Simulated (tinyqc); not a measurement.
sp3s* tight binding: one step. Levels at this k. The numbers come from values chosen for the exercise (near a published set for AlAs, fitted to gaps, whose masses and valley positions are rough).

H(k) (eV), lower triangle (Hermitian):
```
             sa          xa          ya          za         s*a         sc        xc        yc        zc
sa    -7.570000
xa            0    0.988000
ya            0           0    0.988000
za            0           0           0    0.988000
s*a           0           0           0           0    7.511000
sc    -4.187482   2.650044i   2.650044i    2.055584           0  -1.166000
xc   -2.484416i    1.164403   -1.617571  -2.085360i  -2.173985i          0  3.578000
yc   -2.484416i   -1.617571    1.164403  -2.085360i  -2.173985i          0         0  3.578000
zc    -1.927110  -2.085360i  -2.085360i    1.164403   -1.686316          0         0         0  3.578000
s*c           0   2.427754i   2.427754i    1.883159           0          0         0         0         0

          s*c
s*c  6.726000
```

Question. Diagonalise H, which belongs to k = (0.42, 0.42, 0) (2 pi/a). Four bands are filled (two electrons each); give the make-up of band 5, the lowest empty one.

Give: levels; weights of band 5; weight of band 5 on atom a.

Answer.

levels (eV): -10.7817  -4.6449  -1.6658  -0.7856  3.1049  3.2059  5.3516  6.0947  9.1655  10.1544

weights of band 5: s 0.118, p 0.500, s* 0.382

weight of band 5 on atom a = 0.386

The vertical gap at this k is 3.8905 eV; band 5 is mostly p-like.

tinyqc: `OMP_NUM_THREADS=1 python tinyqc.py 1450839 1450840 out.jsonl`; about 0.07 s, one thread, shared Intel(R) Xeon(R) Processor @ 2.30GHz.
